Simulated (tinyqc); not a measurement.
What each parameter of the potential does: deformation potentials from a strained empirical pseudopotential.

Diamond lattice, no spin-orbit coupling. Atomic form factor V(q) = a1 (q^2 - a2)/(a3 exp(a4 q^2) - 1) in rydberg with q in 1/bohr, for the unstrained cell. Under a strain e the reciprocal vectors and k go over into (1 + e)^(-1) G, the atoms sit at +/- tau with tau = (1 + e) a (1,1,1)/8 - zeta a (eyz, ezx, exy)/4, and H(G,G') = c |k + G|^2 delta + (V(q)/det(1 + e)) cos(q.tau), q = G - G', with the term q = 0 left out; c = hbar^2/2m0. The basis is fixed before straining: all G with |k + G|^2 up to 16 (2 pi/a)^2. k is given in units of 2 pi/a of the unstrained cell.

Constants: hbar^2/2m0 = 3.80998211 eV angstrom^2; Ry = 13.60569312 eV; a0 (Bohr radius) = 0.5291772105 angstrom.

Parameters, chosen for this exercise (near those of Si; not measured data): a = 5.427 angstrom (lattice constant); a1 = 0.539; a2 = 2.195; a3 = 2.057; a4 = 0.482; kD = 0.82 2 pi/a (position of the Delta minimum).

Gaps from the valence top to level 8 at Gamma and level 5 at (kD,0,0) and L, and their deformation potentials [E(+h) - E(-h)]/(3 ln((1 + h)/(1 - h))) for e = +/- h 1, h = 0.002. The row for the lattice constant keeps V(q) without the volume factor, so it is not a strain. Each row changes one parameter from the base and keeps the others.

Results:
```
case                Gamma (eV)  Delta (eV)  L (eV)  potential Gamma (eV)  potential Delta (eV)  potential L (eV)
base                     4.217       1.245   2.113                 -9.03                  2.57             -2.01
a = 5.373 angstrom       4.342       0.946   2.011                 -8.73                  2.88             -1.83
a1 = 0.544               4.260       1.313   2.164                 -9.11                  2.56             -2.03
a2 = 2.173               4.332       1.169   2.116                 -8.96                  2.62             -1.97
a3 = 2.078               4.168       1.149   2.047                 -8.94                  2.56             -2.01
a4 = 0.487               4.122       1.157   2.036                 -8.86                  2.64             -1.93
```

The largest shifts from the base row, up to three for each result and ties (the steps differ in size, so this ranks the rows, not the parameters). Gamma (eV): a +0.125, a2 +0.115, a4 -0.095. Delta (eV): a -0.299, a3 -0.096, a4 -0.088. L (eV): a -0.103, a4 -0.077, a3 -0.067. potential Gamma (eV): a +0.31, a4 +0.17, a3 +0.09. potential Delta (eV): a +0.31, a4 +0.08, a2 +0.05. potential L (eV): a +0.18, a4 +0.08, a2 +0.04; unchanged at the printed digits by a3.

tinyqc: `OMP_NUM_THREADS=1 python tinyqc.py 1881109 1881110 out.jsonl`; about 0.2 s, one thread, shared Intel(R) Xeon(R) Processor @ 2.30GHz.
